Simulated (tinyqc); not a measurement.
# Chemical vapour deposition: Grove model, boundary layer, depletion and step coverage, step by step

A worked calculation. Computed by tinyqc, a small Python program that keeps every step. Command: `OMP_NUM_THREADS=1 python tinyqc.py 3020532 3020533 out.jsonl cvd walk`. One thread of a shared host (Intel(R) Xeon(R) Processor @ 2.30GHz), about 0.01 s of CPU time with the checks. Intermediate numbers are printed to about 6 digits and carried at full precision; extremes and crossings named in words are read from the listed rows.

A precursor diffuses to the surface and reacts there at first order; each molecule that reacts adds one formula unit of film.

Inputs (values chosen for the exercise, close to those used for silicon dioxide from an alkoxysilane):
```
quantity                                            value                unit
prefactor k0 of k_s                               1.8e+08                cm/s
activation energy E                                  1.82                  eV
temperature T                                         700                   C
total pressure p                                       65                torr
mole fraction of the precursor Y                   0.0044                   -
gas diffusivity D0 at 273.15 K and 760 torr          0.43              cm^2/s
film density N                                    2.2e+22  formula units/cm^3
precursor mass M                                      208                   u
trench width w                                      0.037                  um
aspect ratio of the trench                            4.7                   -
gas velocity U                                         22                cm/s
kinematic viscosity nu0 at 273.15 K and 760 torr     0.45              cm^2/s
susceptor length L                                     35                  cm
channel height b                                      9.3                  cm
```

Reactor: horizontal, reduced pressure.

Constants: k_B = 1.380649e-23 J/K; u = 1.6605390666e-27 kg; k_B = 8.617333262e-05 eV/K.

## Gas-phase and surface constants

k_s = k0 exp(-E/(k_B T)); C_g = Y p/(k_B T), 1 torr = 133.322 Pa; D = D0 (T/273.15)^1.75 (760/p). Temperatures in kelvin are T(C) + 273.15. Mean speed c = sqrt(8 k_B T/(pi M)); reactive sticking probability beta = 4 k_s/c.

surface rate constant k_s = 0.0675775 cm/s

precursor density C_g = 2.83795e+15 1/cm^3

gas diffusivity D = 46.4495 cm^2/s

mean speed c = 31473.5 cm/s

sticking probability beta = 8.58849e-06

## Boundary layer

nu = nu0 (T/273.15)^1.75 (760/p); Re = U L/nu; mean boundary layer delta = (2/3) L/sqrt(Re), at most b/2; h_g = D/delta.

Reynolds number Re = 15.8404

boundary layer delta = 4.65 cm

mass-transfer coefficient h_g = 9.98914 cm/s

Caution: the boundary layer is capped at b/2, so U, L and nu no longer affect h_g.

## Growth rate at the inlet

Fluxes in series: C_s = C_g/(1 + k_s/h_g); growth rate G = k_s h_g/(k_s + h_g) C_g/N; 1 cm/s = 6e8 nm/min.

ratio k_s/h_g = 0.00676510

C_s/C_g = 0.993280

growth rate G at the inlet = 5.19526 nm/min

The surface reaction limits the rate, so temperature must be uniform.

## Depletion along the susceptor

Plug flow: U b dC/dx = -k_eff C with k_eff = k_s h_g/(k_s + h_g), so C falls as exp(-k_eff x/(U b)); the used share of the precursor is 1 - C(L)/C(0).

k_eff = 0.0671234 cm/s

depletion length = 3048.12 cm

rate at the outlet over rate at the inlet = 0.988583

rate at the outlet = 5.13595 nm/min

1.1 % of the precursor is used.

## Reaction control against transport control

The formulas are those given above.

Rates:
```
T (C)   k_s (cm/s)  h_g (cm/s)   G (nm/min)  reaction limit (nm/min)  transport limit (nm/min)
500    2.46378e-04      6.6784  2.40014e-02              2.40023e-02                   650.616
550    1.29488e-03      7.4525  1.18464e-01              1.18485e-01                   681.924
600    5.62760e-03      8.2626  4.85123e-01              4.85454e-01                   712.760
650    2.08591e-02      9.1084  1.69802e+00              1.70191e+00                   743.158
700    6.75775e-02      9.9891  5.19526e+00              5.23041e+00                   773.146
750    1.95170e-01     10.9045  1.41150e+01              1.43677e+01                   802.752
800    5.10625e-01     11.8541  3.43589e+01              3.58389e+01                   831.998
850    1.22631e+00     12.8375  7.50679e+01              8.22389e+01                   860.905
900    2.73318e+00     13.8542  1.46565e+02              1.75480e+02                   889.492
```

The apparent activation energy of G is 1.75 eV between the first rows and 1.52 eV between the last, against E = 1.82 eV. k_s stays below h_g, but mixed control begins at the hot end, which lowers the slope there. In the reaction limit the slope is E - k_B T, because C_g falls as 1/T; any further lowering comes from transport.

## Step coverage in a trench

In a long trench of width w and depth l = aspect ratio x w: Knudsen diffusivity D_K = (2w) c/3 (hydraulic diameter 2w), combined as 1/D_e = 1/D_K + 1/D; D_e d2C/dz2 = 2 k_s C/w with D_e dC/dz = -k_s C at the floor. With m = sqrt(2 k_s/(w D_e)): C(floor)/C(top) = 1/[cosh(m l) + (k_s/(D_e m)) sinh(m l)].

Knudsen diffusivity D_K = 0.0776347 cm^2/s

effective diffusivity D_e = 0.0775052 cm^2/s

modulus m l = 0.0119385

step coverage = 0.999914

Wall collisions limit transport in the trench; then m l = aspect ratio x sqrt(3 beta)/2, 0.0119, whatever the width. Coverage is nearly conformal. Caution: the hydraulic-diameter form of D_K is rough for a slit.

Checks made by the program: step coverage against a numerical boundary-value solution (relative difference below 1e-10).
